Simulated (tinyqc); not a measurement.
## Gate voltage for a given inversion charge

Problem. p-type body, charge-sheet picture, depletion and inversion only, full ionisation (an idealisation for deep acceptors), Boltzmann statistics (rough once Na exp(x - xn) passes about Nc/7). In units of Vt: xg = (Vg - Vfb)/Vt, x = psi/Vt, G = gamma/sqrt(Vt), xn = (2 phiF + Vc)/Vt. The implicit equation is (xg - x)^2 = G^2 [x - 1 + exp(x - xn)] for x above about 3. Cox = eps0 eox/tox. ni = sqrt(Nc Nv) exp(-Eg/(2 Vt)), Eg in volts; phiF = Vt ln(Na/ni); gamma = sqrt(2 q eps0 eps_r Na)/Cox. N_inv = (Cox Vt G/q) [sqrt(x - 1 + exp(x - xn)) - sqrt(x - 1)]. Find x - xn, psi and Vg.

Parameters, values chosen for the exercise; band and dielectric values close to those of silicon:
```
symbol    value   unit                                                                 meaning
T           300      K                                                             temperature
Eg          1.1     eV                                                                band gap
eps_r      11.9                                                          relative permittivity
Nc      2.81e19  cm^-3                                  conduction-band density of states at T
Nv      2.65e19  cm^-3                                     valence-band density of states at T
eox        9.21         relative permittivity of the gate insulator (close to aluminium oxide)
tox          18     nm                                                     insulator thickness
Na       3.2e16  cm^-3                                                        acceptor density
Vfb       -0.78      V                                                       flat-band voltage
Vc            0      V                                                    channel-body voltage
```

Constants: q = 1.602176634e-19 C, kB = 1.380649e-23 J/K, Vt = kB T/q, eps0 = 8.8541878128e-14 F/cm where lengths are in cm. Results are converted to the units shown.

N_inv = 2.8e11 cm^-2

Solution. N_inv rises steadily with x, so it fixes x; the implicit equation then gives xg directly.

x - xn = 3.62
psi = 0.845 V
Vg = 0.371 V

Numbers from tinyqc (`OMP_NUM_THREADS=1 python tinyqc.py 2122076 2122077 out.jsonl`; about 0.01 s on one thread of a shared Intel Xeon 2.30GHz).
